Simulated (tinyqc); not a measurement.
Worked calculation: sp3 tight binding, zinc-blende lattice. Computed by tinyqc, a small Python program that keeps every step. Command: `OMP_NUM_THREADS=1 python tinyqc.py 21619 21620 out.jsonl` (the two numbers bound the seeds that draw the settings). One thread of a shared host (Intel(R) Xeon(R) Processor @ 2.60GHz), about 0.01 s of CPU time with the checks.

## Bloch Hamiltonian at k

Parameters chosen for this model: zinc-blende lattice, anion at 0, cation at a/4 (1,1,1); V = eta hbar^2 / (m d^2), hbar^2/m = 7.619964 eV angstrom^2:
```
parameter,value,unit
a,6.370000,angstrom
d,2.758291,angstrom
Es anion,-15.280000,eV
Ep anion,-8.800000,eV
Es cation,-9.050000,eV
Ep cation,-5.540000,eV
eta ss,-1.400000,
eta sp,1.840000,
eta pp sigma,3.240000,
eta pp pi,-0.810000,
V ss,-1.402170,eV
V sp,1.842853,eV
V pp sigma,3.245023,eV
V pp pi,-0.811256,eV
```

k point k (2 pi / a): -0.12000  -0.11000  0.63000

Slater-Koster rules over the four bonds with direction cosines (l, m, n): ss V_ss; s-px l V_sp; px-s -l V_sp; px-px l^2 V_pps + (1 - l^2) V_ppp; px-py l m (V_pps - V_ppp); each times exp(i k.d).

H(k) at k (eV):
```
,a s,a px,a py,a pz,c s,c px,c py,c pz
a s,-15.28000,0.00000,0.00000,0.00000,-2.97971+0.15102i,0.60074-0.43131i,0.65661-0.39461i,-0.07528+3.44207i
a px,0.00000,-8.80000,0.00000,0.00000,-0.60074+0.43131i,1.14932-0.05825i,-0.09566+4.37417i,0.83442-0.50147i
a py,0.00000,0.00000,-8.80000,0.00000,-0.65661+0.39461i,-0.09566+4.37417i,1.14932-0.05825i,0.76341-0.54811i
a pz,0.00000,0.00000,0.00000,-8.80000,0.07528-3.44207i,0.83442-0.50147i,0.76341-0.54811i,1.14932-0.05825i
c s,-2.97971-0.15102i,-0.60074-0.43131i,-0.65661-0.39461i,0.07528+3.44207i,-9.05000,0.00000,0.00000,0.00000
c px,0.60074+0.43131i,1.14932+0.05825i,-0.09566-4.37417i,0.83442+0.50147i,0.00000,-5.54000,0.00000,0.00000
c py,0.65661+0.39461i,-0.09566-4.37417i,1.14932+0.05825i,0.76341+0.54811i,0.00000,0.00000,-5.54000,0.00000
c pz,-0.07528-3.44207i,0.83442+0.50147i,0.76341+0.54811i,1.14932+0.05825i,0.00000,0.00000,0.00000,-5.54000
```

## Levels at k

Diagonalise the Hermitian matrix.

eigenvalues (eV): -17.52746  -12.58571  -12.05537  -11.82936  -4.97882  -4.03054  -2.28564  -2.05710

weights |c|^2 of the basis functions:
```
,band 1,band 2,band 3,band 4,band 5,band 6,band 7,band 8
a s,0.79134,0.03421,0.00008,0.02788,0.06957,0.07290,0.00001,0.00401
a px,0.00030,0.19031,0.30409,0.16460,0.01502,0.00145,0.17029,0.15394
a py,0.00025,0.17727,0.36184,0.11887,0.01815,0.00148,0.16283,0.15931
a pz,0.01247,0.20736,0.00068,0.32671,0.33727,0.09221,0.00001,0.02329
c s,0.12908,0.19072,0.00053,0.14932,0.51792,0.00515,0.00002,0.00725
c px,0.00273,0.08934,0.17163,0.06487,0.00815,0.02458,0.34035,0.29835
c py,0.00270,0.09708,0.16094,0.06660,0.00992,0.02811,0.32647,0.30819
c pz,0.06113,0.01370,0.00022,0.08115,0.02400,0.77411,0.00002,0.04567
```

## Bloch Hamiltonian at X

k point X (2 pi / a): 1  0  0

As before.

H(k) at X (eV):
```
,a s,a px,a py,a pz,c s,c px,c py,c pz
a s,-15.28000,0.00000,0.00000,0.00000,0.00000,0.00000+4.25589i,0.00000,0.00000
a px,0.00000,-8.80000,0.00000,0.00000,0.00000-4.25589i,0.00000,0.00000,0.00000
a py,0.00000,0.00000,-8.80000,0.00000,0.00000,0.00000,0.00000,0.00000+5.40837i
a pz,0.00000,0.00000,0.00000,-8.80000,0.00000,0.00000,0.00000+5.40837i,0.00000
c s,0.00000,0.00000+4.25589i,0.00000,0.00000,-9.05000,0.00000,0.00000,0.00000
c px,0.00000-4.25589i,0.00000,0.00000,0.00000,0.00000,-5.54000,0.00000,0.00000
c py,0.00000,0.00000,0.00000,0.00000-5.40837i,0.00000,0.00000,-5.54000,0.00000
c pz,0.00000,0.00000,0.00000-5.40837i,0.00000,0.00000,0.00000,0.00000,-5.54000
```

## Levels at X

As before.

eigenvalues (eV): -16.87757  -13.18272  -12.81866  -12.81866  -4.66728  -3.94243  -1.52134  -1.52134

## Bands along a path

The same steps at evenly spaced points between the labelled ones.

Bands along the path (eV):
```
k,band 1,band 2,band 3,band 4,band 5,band 6,band 7,band 8
L,-17.37465,-13.86149,-11.29185,-11.29185,-5.88130,-3.04815,-3.04815,-1.55256
L-G 0.25,-17.62417,-13.33241,-11.11665,-11.11665,-5.82482,-3.22335,-3.22335,-1.88860
L-G 0.50,-18.08715,-12.07816,-10.65759,-10.65759,-5.70345,-3.68241,-3.68241,-2.80124
L-G 0.75,-18.44863,-10.63929,-10.12814,-10.12814,-5.65487,-4.21186,-4.21186,-3.92722
G,-18.58065,-9.87869,-9.87869,-9.87869,-5.74935,-4.46131,-4.46131,-4.46131
G-X 0.25,-18.40359,-10.47685,-10.47685,-10.36905,-5.50756,-4.38979,-3.86315,-3.86315
G-X 0.50,-17.90823,-11.59969,-11.59969,-11.47455,-5.07876,-4.20846,-2.74031,-2.74031
G-X 0.75,-17.24900,-12.62806,-12.49063,-12.49063,-4.77274,-4.02020,-1.84937,-1.84937
X,-16.87757,-13.18272,-12.81866,-12.81866,-4.66728,-3.94243,-1.52134,-1.52134
X-W 0.25,-16.87757,-13.18272,-12.81866,-12.81866,-4.66728,-3.94243,-1.52134,-1.52134
X-W 0.50,-16.87757,-13.18272,-12.81866,-12.81866,-4.66728,-3.94243,-1.52134,-1.52134
X-W 0.75,-16.87757,-13.18272,-12.81866,-12.81866,-4.66728,-3.94243,-1.52134,-1.52134
W,-16.87757,-13.18272,-12.81866,-12.81866,-4.66728,-3.94243,-1.52134,-1.52134
```

With 4 band(s) filled, the highest filled level on these points lies at G and the lowest empty one at L: a gap of 3.9974 eV, indirect.
